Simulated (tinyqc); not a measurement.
Circular transfer-length structure: two steps of the calculation.

A disc contact of radius r0 and a very wide ring contact from r1 = r0 + sp outwards lie on a thin layer; the metal has no resistance and the sheet resistance under the contacts equals Rsh.

Values chosen for this exercise: sheet resistance of the semiconductor layer Rsh = 2900 ohm/sq; specific contact resistivity rc = 2.2e-7 ohm cm^2; radius of the inner contact r0 = 1.3 um; gap between the contacts sp = 1.1 um.

Problem 1. The three parts of the resistance. Transfer length Lt = sqrt(rc/Rsh). R = (Rsh/2 pi) [(Lt/r0) I0(r0/Lt)/I1(r0/Lt) + ln(r1/r0) + (Lt/r1) K0(r1/Lt)/K1(r1/Lt)] with modified Bessel functions; for r0 >> Lt both ratios tend to 1.

Give: Lt; I0/I1; K0/K1; inner contact; gap; outer contact; R.

Solution 1.

Lt = 0.08710 um
I0/I1 = 1.035
K0/K1 = 0.9823
inner contact = 32.02 ohm
gap = 283.0 ohm
outer contact = 16.45 ohm
R = 331.4 ohm

The contacts make up 14.6 % of R.

Problem 2. The large-radius form. Large radius: R = (Rsh/2 pi) [Lt (1/r0 + 1/r1) + ln(r1/r0)], and linearised for sp << r0: Rsh (sp + 2 Lt)/(2 pi r0).

Find: large-radius R; linearised R.

Solution 2.

large-radius R = 330.7 ohm
linearised R = 452.4 ohm

Program tinyqc, `OMP_NUM_THREADS=1 python tinyqc.py 2760007 2760008 out.jsonl`; Intel Xeon 2.30GHz, shared host, one thread, about 0.01 s.
